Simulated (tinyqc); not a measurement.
LDA (PW92) atom on a uniform radial grid, spin-unpolarised, for Li, step by step. Computed by tinyqc, a small Python program that keeps every step. Settings: Z = 3, points = 128, R = 12.0, functional = lda,pw, mixing = 0.4, iteration cap = 83. Command: `OMP_NUM_THREADS=1 python tinyqc.py 29991 29992 out.jsonl` (the two numbers bound the seeds that draw the settings). One thread of a shared host (Intel(R) Xeon(R) Processor @ 2.60GHz), about 0.2 s of CPU time with the checks. Later iterations appear only in the table of the cycle.

## Iteration 1

Spherical atom on a uniform radial grid r_j = j h with h = R/(N + 1), h sum u^2 = 1 and integrals as h times sums, u(0) = u(R) = 0 (atomic units):
```
parameter            value
Z                        3
points N               128
R                12.000000
h                 0.093023
mixing            0.400000
electrons in 1s          2
electrons in 2s          1
```

Three-point differences turn -u''/2 + [l(l+1)/2r^2 - Z/r + V] u = e u into a tridiagonal matrix (diagonal 1/h^2 + potential, off-diagonal -1/2h^2). D = sum f u^2; the Hartree potential y/r solves y'' = -D/r with y(0) = 0, y(R) = N_e; v_xc comes from rho = D/(4 pi r^2); E = sum f e - int D V + int D (V_H/2 + eps_xc); V(new) = V + mixing (V_H + v_xc - V).

eigenvalues (hartree): 1s -4.415639, 2s -1.119577

Every 8th grid point:
```
r              V in     u(1s)      u(2s)         D       V_H       v_xc
0.744186   0.000000  0.837195  -0.095333  1.410880  3.161495  -0.644629
1.488372   0.000000  0.184685  -0.718946  0.585101  1.855233  -0.320752
2.232558   0.000000  0.030556  -0.678002  0.461554  1.313028  -0.233481
2.976744   0.000000  0.004494  -0.438914  0.192686  1.002517  -0.151128
3.720930   0.000000  0.000620  -0.238579  0.056921  0.805409  -0.091917
4.465116   0.000000  0.000082  -0.117074  0.013706  0.671749  -0.053835
5.209302   0.000000  0.000011  -0.053702  0.002884  0.575875  -0.030640
5.953488   0.000000  1.33e-06  -0.023481  0.000551  0.503904  -0.017018
6.697674   0.000000  1.65e-07  -0.009906  0.000098  0.447916  -0.009253
7.441860   0.000000  2.02e-08  -0.004064  0.000017  0.403125  -0.004938
8.186047   0.000000  2.45e-09  -0.001631  2.66e-06  0.366477  -0.002594
8.930233   0.000000  2.95e-10  -0.000643  4.13e-07  0.335937  -0.001344
9.674419   0.000000  3.53e-11  -0.000249  6.19e-08  0.310096  -0.000688
10.418605  0.000000         0  -0.000094  8.85e-09  0.287946  -0.000347
11.162791  0.000000         0  -0.000032  1.04e-09  0.268750  -0.000164
11.906977  0.000000         0  -2.96e-06         0  0.251953  -0.000032
```

total energy = -6.75541659 hartree

## Iteration 2

As before.

eigenvalues (hartree): 1s -3.154269, 2s -0.605599

Every 8th grid point:
```
r              V in     u(1s)      u(2s)         D       V_H       v_xc
0.744186   1.006746  0.867358  -0.001520  1.504622  3.032262  -0.657685
1.488372   0.613792  0.235906  -0.560749  0.425743  1.786226  -0.291203
2.232558   0.431819  0.050407  -0.672220  0.456962  1.281573  -0.232777
2.976744   0.340556  0.009766  -0.547178  0.299594  0.991748  -0.172474
3.720930   0.285397  0.001793  -0.374851  0.140520  0.802304  -0.120363
4.465116   0.247166  0.000318  -0.232808  0.054200  0.670942  -0.081241
5.209302   0.218094  0.000055  -0.135798  0.018441  0.575679  -0.053649
5.953488   0.194754  0.000009  -0.075864  0.005755  0.503858  -0.034844
6.697674   0.175465  1.59e-06  -0.041072  0.001687  0.447906  -0.022319
7.441860   0.159275  2.65e-07  -0.021712  0.000471  0.403123  -0.014125
8.186047   0.145553  4.39e-08  -0.011260  0.000127  0.366477  -0.008842
8.930233   0.133837  7.23e-09  -0.005742  0.000033  0.335937  -0.005476
9.674419   0.123763  1.19e-09  -0.002872  0.000008  0.310096  -0.003349
10.418605  0.115040  1.94e-10  -0.001380  1.90e-06  0.287946  -0.001994
11.162791  0.107435  3.10e-11  -0.000573  3.28e-07  0.268750  -0.001079
11.906977  0.100768         0  -0.000057  3.30e-09  0.251953  -0.000230
```

total energy = -7.03340909 hartree

## Iteration 3

As before.

eigenvalues (hartree): 1s -2.494834, 2s -0.355035

Every 8th grid point:
```
r              V in     u(1s)      u(2s)         D       V_H       v_xc
0.744186   1.553878  0.880025   0.036911  1.550250  2.942987  -0.663842
1.488372   0.966285  0.268185  -0.442103  0.339301  1.733259  -0.271837
2.232558   0.678610  0.066203  -0.615504  0.387611  1.250320  -0.221510
2.976744   0.532043  0.015046  -0.576730  0.333070  0.977125  -0.178038
3.720930   0.444015  0.003266  -0.455589  0.207582  0.796448  -0.135233
4.465116   0.384180  0.000689  -0.327081  0.106983  0.668819  -0.099520
5.209302   0.339668  0.000142  -0.221094  0.048883  0.574958  -0.071841
5.953488   0.304458  0.000029  -0.143490  0.020589  0.503625  -0.051180
6.697674   0.275514  0.000006  -0.090462  0.008183  0.447833  -0.036094
7.441860   0.251164  1.18e-06  -0.055797  0.003113  0.403101  -0.025239
8.186047   0.230386  2.35e-07  -0.033801  0.001142  0.366471  -0.017505
8.930233   0.212487  4.66e-08  -0.020109  0.000404  0.335936  -0.012027
9.674419   0.196957  9.21e-09  -0.011658  0.000136  0.310096  -0.008138
10.418605  0.183405  1.81e-09  -0.006387  0.000041  0.287946  -0.005313
11.162791  0.171529  3.48e-10  -0.002921  0.000009  0.268750  -0.003089
11.906977  0.161150  2.34e-11  -0.000306  9.35e-08  0.251953  -0.000688
```

total energy = -7.13175074 hartree

## Convergence

Stop when input and output potentials agree to 1e-7.

Course of the cycle (hartree):
```
iteration            E      e(1s)      e(2s)  largest |V(out) - V(in)|
1          -6.75541659  -4.415639  -1.119577                  4.29e+00
2          -7.03340909  -3.154269  -0.605599                  2.19e+00
3          -7.13175074  -2.494834  -0.355035                  1.09e+00
4          -7.16418212  -2.155286  -0.230874                  5.29e-01
5          -7.17441469  -1.983314  -0.168418                  2.54e-01
6          -7.17757745  -1.897681  -0.136644                  1.21e-01
7          -7.17855547  -1.855793  -0.120379                  5.75e-02
8          -7.17886202  -1.835736  -0.112049                  2.70e-02
9          -7.17895991  -1.826406  -0.107807                  1.23e-02
10         -7.17899177  -1.822252  -0.105672                  6.24e-03
11         -7.17900233  -1.820536  -0.104618                  3.37e-03
...                ...        ...        ...                       ...
25         -7.17900772  -1.820285  -0.103781                  7.32e-06
26         -7.17900772  -1.820287  -0.103782                  4.59e-06
27         -7.17900772  -1.820289  -0.103783                  2.87e-06
28         -7.17900772  -1.820290  -0.103783                  1.79e-06
29         -7.17900772  -1.820290  -0.103783                  1.12e-06
30         -7.17900772  -1.820290  -0.103783                  6.97e-07
31         -7.17900772  -1.820291  -0.103783                  4.38e-07
32         -7.17900772  -1.820291  -0.103783                  2.74e-07
33         -7.17900772  -1.820291  -0.103783                  1.72e-07
34         -7.17900772  -1.820291  -0.103783                  1.07e-07
35         -7.17900772  -1.820291  -0.103783                  6.69e-08
```

Converged in 35 iterations. A uniform grid resolves the cusp poorly: for a bare nucleus this grid gives 1s at -4.41564 against -Z^2/2 = -4.5 hartree. Before convergence this energy mixes input and output and is not variational, so it may rise towards its limit.
